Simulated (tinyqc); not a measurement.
Shape and dimension: spherical quantum dot.

Constants: hbar^2/2m0 = 3.80998211 eV angstrom^2.

Parameters, chosen for this exercise (near those of a non-polar GaN dot in AlN; shifted at random, so the results belong to these values and not to a real crystal):
```
symbol  value  unit      meaning
R       14     angstrom  radius
V0      1.982  eV        barrier height
mw      0.201  m0        mass inside
mb      0.323  m0        mass outside
```

Lowest level with hard walls: film c (pi/2R)^2/mw, cylinder c (2.404826/R)^2/mw, sphere c (pi/R)^2/mw, square or cube of side a: 2 or 3 times c (pi/a)^2/mw; c = hbar^2/2m0. Finite barriers V0 with outer mass mb and psi, psi'/m continuous for film, cylinder and sphere (not separable for the square and the cube: dash).

Lowest level (eV):
```
shape,hard walls,finite barrier
"film, width 2R",0.2386,0.1458
"cylinder, radius R",0.5593,0.3349
square wire of equal area,0.6076,-
"sphere, radius R",0.9545,0.5591
cube of equal volume,1.1020,-
```

What can be read from this table?

With hard walls the levels of film, cylinder and sphere stand as 1 : 2.34 : 4.00; with the finite barrier as 1 : 2.30 : 3.84. The square lies 8.6 % above the circle of equal area and the cube 15.5 % above the sphere of equal volume: round shapes give the lowest level for a given size.

Computed by tinyqc, a small Python program: `OMP_NUM_THREADS=1 python tinyqc.py 1251669 1251670 out.jsonl` (the numbers bound the seed that draws the inputs); one thread of a shared host (Intel(R) Xeon(R) Processor @ 2.30GHz), about 0.02 s for the whole set of steps.
